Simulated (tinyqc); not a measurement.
From non-uniformity (max - min)/(max + min) back to source-to-wafer distance h: vacuum evaporation: vapour pressure, source flux, thickness distribution, purity and step coverage. Computed by tinyqc, a small Python program. Command: `OMP_NUM_THREADS=1 python tinyqc.py 3112231 3112232 out.jsonl evap inv`. One thread of a shared host (Intel(R) Xeon(R) Processor @ 2.30GHz), about 0.01 s of CPU time with the checks.

Molecular flow, unit sticking of the metal, no re-evaporation. The background gas is taken as water vapour (18.015 g/mol, collision diameter 0.37 nm) at 300 K.

Inputs (values chosen for the exercise, modelled on copper, with constants for the liquid):
```
quantity                    value    unit
molar mass M                63.55   g/mol
film density rho             8.96  g/cm^3
vapour-pressure constant A  10.84       -
vapour-pressure constant B  16440       K
source temperature T         1630       K
source area                  0.63    cm^2
directionality n                3       -
wafer radius R                  5      cm
```

Constants: u = 1.6605390666e-27 kg; k_B = 1.380649e-23 J/K; R = 8.314462618 J/(mol K).

Method:
- log10(p_v/Pa) = A - B/T; flux from the surface Phi = p_v/sqrt(2 pi m k_B T), m = M u.
- Mass loss = Phi x area x m; heat of evaporation = ln(10) R B; d ln Phi/dT = ln(10) B/T^2 - 1/(2 T).
- A small source emits (n + 1) Phi area cos^n(phi)/(2 pi) per solid angle; on a parallel plane at height h and lateral distance l the arrival rate is (n + 1) Phi area/(2 pi h^2) x (1 + (l/h)^2)^(-(n + 3)/2). Growth rate = arrival rate x m/rho, m = M u. The wafer is fixed and centred above the source.

Task: A run gave the result below. Find the source-to-wafer distance h, known to lie between 51 and 96 cm.

non-uniformity (max - min)/(max + min) = 1.093233 %

Result:

Each step takes the trial c = (a f_b - b f_a)/(f_b - f_a), f being the result less the target and a, b, c the logarithms of the listed values; c replaces end b, the old b replaces a if the sign of f changed, and otherwise f_a is halved.

Scan of the range:
```
source-to-wafer distance h (cm)  non-uniformity (max - min)/(max + min) (%)
51.0                                                                1.43477
56.7                                                                1.16188
63.0                                                                0.94183
70.0                                                                0.76335
77.8                                                                0.61826
86.4                                                                0.50150
96.0                                                                0.40635
```

False position (Illinois rule, in the logarithm of the input) inside the bracket:
```
step    end a    end b    trial  non-uniformity (max - min)/(max + min) (%)
1     56.7000  63.0000  58.5947                                     1.08823
2     56.7000  58.5947  58.3503                                     1.09733
3     58.5947  58.3503  58.4602                                     1.09322
4     58.3503  58.4602  58.4600                                     1.09323
5     58.3503  58.4600  58.4600                                     1.09323
6     58.4600  58.4600  58.4600                                     1.09323
```

Non-uniformity (max - min)/(max + min) falls at every point of a 13-point scan of the range (every second point is shown), so one value fits; it is bracketed by 56.7 and 63.0. Answer: source-to-wafer distance h = 58.46 cm.
